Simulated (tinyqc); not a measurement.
Velocity overshoot from momentum and energy balance equations after a field step: one step, computed by the program tinyqc. Command: `OMP_NUM_THREADS=1 python tinyqc.py 3004062 3004063 out.jsonl overshoot walk`. One thread of a shared host (Intel(R) Xeon(R) Processor @ 2.30GHz), about 0.09 s of CPU time with the checks.

At t = 0 the field jumps from 0 to F in a uniform sample. v is the drift velocity and u = w - (3/2) k_B T the excess energy per carrier.

Task: First four steps. dv/dt = e F/m - v/tau_m(u), du/dt = e F v - u/tau_E, tau_m(u) = tau_0/(1 + c u), tau_0 = m mu_0/e, c = mu_0/(e tau_E v_s^2); this choice gives the steady state v (1 + mu_0 F v/v_s^2) = mu_0 F, which saturates at v_s. Step: v_new = v + dt (e F/m - v/tau_m(u)), u_new = u + dt (e F v - u/tau_E). Start v = u = 0; the distance adds dt (v + v_new)/2.

Inputs (values chosen for the exercise, modelled on holes in silicon except for tau_E):
```
quantity,value,unit
energy relaxation time tau_E,0.9,ps
field after the step F,160,kV/cm
lattice temperature T,300,K
time step dt,2.1,fs
```

Scheme: explicit Euler.

c = 7.227989 1/eV

tau_0 = 106.8898 fs

acceleration e F/m = 0.07035280 1e7 cm/s per fs

Give: Steps.

Result:

Steps:
```
step,t (fs),v (1e7 cm/s),u (eV),tau_m (fs)
1,2.1,0.1477,0.000000,106.9
2,4.2,0.2926,0.000496,106.5
3,6.3,0.4346,0.001478,105.8
4,8.4,0.5737,0.002935,104.7
```

After the first step u is still 0, below the drift energy m v^2/2, because the explicit scheme uses the old v: an error of the finite time step. Caution: the excess energy exceeds 0.5 eV, where non-parabolicity, upper valleys and impact ionisation matter.
